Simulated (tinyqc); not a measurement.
Inside a calculation. Method: CCD on RHF in the 6-31g basis, for H2, spin multiplicity 1. Computed by tinyqc, a small Python program that keeps every step (integrals from PySCF). Settings: charge = 0, multiplicity = 1, basis = 6-31g, method = RHF, energy threshold = 1e-10, iteration cap = 61, orthogonalisation = symmetric, start = Wolfsberg-Helmholz matrix, DIIS depth = 6, amplitude equations = CCD, DIIS depth for amplitudes = 0, cap on updates = 61. Command: `OMP_NUM_THREADS=1 python tinyqc.py 20318 20319 out.jsonl` (the two numbers bound the seeds that draw the settings). One thread of a shared host (Intel(R) Xeon(R) Processor @ 2.60GHz), about 0.09 s of CPU time with the checks. The early iterations of the SCF are left out here.

## One-electron integrals

Geometry (angstrom):
```
atom         x         y         z
H     0.000000  0.000000  0.000000
H     0.000000  0.000000  1.130000
```

Basis 6-31g: exponents (1/bohr^2) and contraction coefficients of normalised primitives:
```
element  l (shell)   exponent  coefficient
H            s (1)  18.731137     0.033495
H            s (1)   2.825394     0.234727
H            s (1)   0.640122     0.813757
H            s (2)   0.161278     1.000000
```

Overlap, kinetic and nuclear-attraction integrals over the contracted functions; the nuclear repulsion is the sum of Za Zb / Rab.

nuclear repulsion = 0.46829842 hartree

overlap S, order 1H 1s, 1H 2s, 2H 1s, 2H 2s:
```
[[1.000000, 0.658292, 0.178835, 0.361592],
 [0.658292, 1.000000, 0.361592, 0.692322],
 [0.178835, 0.361592, 1.000000, 0.658292],
 [0.361592, 0.692322, 0.658292, 1.000000]]
```

kinetic energy T (hartree), order 1H 1s, 1H 2s, 2H 1s, 2H 2s:
```
[[1.395678, 0.259735, -0.020576, 0.085399],
 [0.259735, 0.241917, 0.085399, 0.126428],
 [-0.020576, 0.085399, 1.395678, 0.259735],
 [0.085399, 0.126428, 0.259735, 0.241917]]
```

nuclear attraction V (hartree), order 1H 1s, 1H 2s, 2H 1s, 2H 2s:
```
[[-2.121333, -1.048711, -0.323694, -0.589990],
 [-1.048711, -1.068725, -0.589990, -0.789608],
 [-0.323694, -0.589990, -2.121333, -1.048711],
 [-0.589990, -0.789608, -1.048711, -1.068725]]
```

core Hamiltonian H = T + V (hartree), order 1H 1s, 1H 2s, 2H 1s, 2H 2s:
```
[[-0.725655, -0.788975, -0.344270, -0.504591],
 [-0.788975, -0.826808, -0.504591, -0.663180],
 [-0.344270, -0.504591, -0.725655, -0.788975],
 [-0.504591, -0.663180, -0.788975, -0.826808]]
```

## Two-electron integrals

Functions are numbered as in S; the eight-fold symmetry (ij|kl) = (ji|kl) = (kl|ij) leaves the list below.

Two-electron integrals (ij|kl) in chemists' order, unique and non-zero (hartree):
```
(11|11) 1.076566   (21|11) 0.578470   (21|21) 0.329423   (22|11) 0.587396
(22|21) 0.361304   (22|22) 0.453150   (31|11) 0.137434   (31|21) 0.081108
(31|22) 0.093619   (31|31) 0.029393   (32|11) 0.193967   (32|21) 0.122210
(32|22) 0.159285   (32|31) 0.049127   (32|32) 0.098325   (33|11) 0.464426
(33|21) 0.300742   (33|22) 0.413743   (33|31) 0.137434   (33|32) 0.307015
(33|33) 1.076566   (41|11) 0.307015   (41|21) 0.176224   (41|22) 0.195715
(41|31) 0.049127   (41|32) 0.076350   (41|33) 0.193967   (41|41) 0.098325
(42|11) 0.368286   (42|21) 0.229277   (42|22) 0.295515   (42|31) 0.071150
(42|32) 0.132245   (42|33) 0.368286   (42|41) 0.132245   (42|42) 0.217199
(43|11) 0.300742   (43|21) 0.193343   (43|22) 0.264345   (43|31) 0.081108
(43|32) 0.176224   (43|33) 0.578470   (43|41) 0.122210   (43|42) 0.229277
(43|43) 0.329423   (44|11) 0.413743   (44|21) 0.264345   (44|22) 0.362830
(44|31) 0.093619   (44|32) 0.195715   (44|33) 0.587396   (44|41) 0.159285
(44|42) 0.295515   (44|43) 0.361304   (44|44) 0.453150
```

## Orthogonalisation

S = U s U^T; symmetric (Loewdin) form X = U s^(-1/2) U^T, so that X^T S X = 1.

eigenvalues of S: [0.172059, 0.383875, 0.956784, 2.487282]

X, order 1H 1s, 1H 2s, 2H 1s, 2H 2s:
```
[[1.252972, -0.500057, -0.009322, 0.024913],
 [-0.500057, 1.587632, 0.024913, -0.583206],
 [-0.009322, 0.024913, 1.252972, -0.500057],
 [0.024913, -0.583206, -0.500057, 1.587632]]
```

## Iteration 4 (converged): orbitals

converged F (hartree), order 1H 1s, 1H 2s, 2H 1s, 2H 2s:
```
[[0.121274, -0.401530, -0.353271, -0.378465],
 [-0.401530, -0.294725, -0.378465, -0.346745],
 [-0.353271, -0.378465, 0.121274, -0.401530],
 [-0.378465, -0.346745, -0.401530, -0.294725]]
```

Diagonalise F' = X^T F X, C = X C', fill 1 alpha and 1 beta electrons from the bottom; D = 2 C_occ C_occ^T. Each column has its largest component positive (the first on a tie).

F' = X^T F X (hartree):
```
[[0.609608, -0.575253, -0.191431, -0.131945],
 [-0.575253, 0.236731, -0.131945, -0.191768],
 [-0.191431, -0.131945, 0.609608, -0.575253],
 [-0.131945, -0.191768, -0.575253, 0.236731]]
```

orbital energies (hartree): [-0.499834, 0.133917, 0.962973, 1.095621]

coefficients C, order 1H 1s, 1H 2s, 2H 1s, 2H 2s:
```
[[0.270511, 0.184828, 0.901686, -0.948856],
 [0.357606, 1.073033, -0.699597, 1.158735],
 [0.270511, -0.184828, 0.901686, 0.948856],
 [0.357606, -1.073033, -0.699597, -1.158735]]
```

D after iteration 4, order 1H 1s, 1H 2s, 2H 1s, 2H 2s:
```
[[0.146352, 0.193473, 0.146352, 0.193473],
 [0.193473, 0.255764, 0.193473, 0.255764],
 [0.146352, 0.193473, 0.146352, 0.193473],
 [0.193473, 0.255764, 0.193473, 0.255764]]
```

## Convergence

Stop when the energy changes by less than 1e-10 hartree and every element of the error matrix X^T (F D S - S D F) X is below 3e-06.

Course of the cycle:
```
iteration  E (hartree)     change  largest element of the error matrix
1          -1.06026248          -                             7.63e-02
2          -1.06951413  -9.25e-03                             1.20e-02
3          -1.06974672  -2.33e-04                             4.95e-07
4          -1.06974672  -3.30e-13                             2.03e-07
```

PySCF RHF in the same basis = -1.06974672 hartree

Converged in 4 iterations.

## Integrals over molecular orbitals

(pq|rs) = sum C_ip C_jq C_kr C_ls (ij|kl), one index at a time.

one-electron integrals over orbitals h = C^T H C (hartree):
```
[[-1.038211, 0.000000, -0.121018, 0.000000],
 [0.000000, -0.628464, 0.000000, 0.184156],
 [-0.121018, 0.000000, 0.065728, 0.000000],
 [0.000000, 0.184156, 0.000000, 0.124554]]
```

Two-electron integrals over orbitals (pq|rs), unique and non-zero (hartree):
```
(11|11) 0.538377    (21|21) 0.117722    (22|11) 0.440052    (22|22) 0.406738
(31|11) 0.121018    (31|22) 0.073962    (31|31) 0.087716    (32|21) 0.024436
(32|32) 0.042829    (33|11) 0.492480    (33|22) 0.411288    (33|31) 0.117661
(33|33) 0.478259    (41|21) -0.078784   (41|32) -0.057273   (41|41) 0.099924
(42|11) -0.131470   (42|22) -0.078397   (42|31) -0.080931   (42|33) -0.124605
(42|42) 0.085295    (43|21) -0.132372   (43|32) -0.054533   (43|41) 0.122280
(43|43) 0.188142    (44|11) 0.535496    (44|22) 0.446889    (44|31) 0.156756
(44|33) 0.521720    (44|42) -0.156289   (44|44) 0.590080
```

## CCD: starting amplitudes

t_ij^ab = <ij||ab> / (e_i + e_j - e_a - e_b), whose energy is MP2.

Starting amplitudes (spin orbitals 1a, 1b, ...; amplitudes related by a flip of all spins are not repeated):
```
from      to          t
1a 1b  2a 2b  -0.092877
1a 1b  2a 4b   0.035342
1a 1b  4a 4b  -0.031315
1a 1b  3a 3b  -0.029982
```

correlation energy = -0.02226142 hartree

## CCD: amplitude update 1

t_ij^ab D_ij^ab are set to the remaining terms of the spin-orbital equations, evaluated with the old amplitudes; for the doubles these are <ij||ab> + 1/2 <ab||ef> t_ij^ef + 1/2 <mn||ij> t_mn^ab + P(ij)P(ab) <mb||ej> t_im^ae + terms in t^2, D the orbital-energy denominators.

Amplitudes after update 1 (spin orbitals 1a, 1b, ...; amplitudes related by a flip of all spins are not repeated):
```
from      to          t
1a 1b  2a 2b  -0.136497
1a 1b  2a 4b   0.049563
1a 1b  4a 4b  -0.035449
1a 1b  3a 3b  -0.033035
```

correlation energy = -0.03031802 hartree

## CCD: amplitude update 2

As before.

Amplitudes after update 2 (spin orbitals 1a, 1b, ...; amplitudes related by a flip of all spins are not repeated):
```
from      to          t
1a 1b  2a 2b  -0.156803
1a 1b  2a 4b   0.055517
1a 1b  4a 4b  -0.035287
1a 1b  3a 3b  -0.032297
```

correlation energy = -0.03356586 hartree

## CCD: amplitude update 3

As before.

Amplitudes after update 3 (spin orbitals 1a, 1b, ...; amplitudes related by a flip of all spins are not repeated):
```
from      to          t
1a 1b  2a 2b  -0.166232
1a 1b  2a 4b   0.058105
1a 1b  4a 4b  -0.034816
1a 1b  3a 3b  -0.031564
```

correlation energy = -0.03497221 hartree

## CCD: convergence

E_corr = 1/4 sum <ij||ab> t_ij^ab; stop when the norm of the change is below 1e-8.

Course of the amplitude iterations:
```
update  correlation energy (hartree)  norm of the change
0                        -0.02226142                   -
1                        -0.03031802            9.66e-02
2                        -0.03356586            4.40e-02
3                        -0.03497221            2.03e-02
4                        -0.03560292            9.38e-03
5                        -0.03589010            4.32e-03
6                        -0.03602169            1.99e-03
7                        -0.03608215            9.18e-04
8                        -0.03610995            4.23e-04
9                        -0.03612274            1.95e-04
10                       -0.03612863            8.96e-05
11                       -0.03613134            4.12e-05
12                       -0.03613258            1.90e-05
13                       -0.03613316            8.74e-06
14                       -0.03613342            4.02e-06
15                       -0.03613354            1.85e-06
16                       -0.03613360            8.52e-07
17                       -0.03613362            3.92e-07
18                       -0.03613364            1.81e-07
19                       -0.03613364            8.31e-08
20                       -0.03613364            3.83e-08
21                       -0.03613365            1.76e-08
22                       -0.03613365            8.11e-09
```

Converged amplitudes (spin orbitals 1a, 1b, ...; amplitudes related by a flip of all spins are not repeated):
```
from      to          t
1a 1b  2a 2b  -0.174341
1a 1b  2a 4b   0.060219
1a 1b  4a 4b  -0.034233
1a 1b  3a 3b  -0.030789
```

CCD total energy = -1.10588037 hartree

Converged in 22 updates.
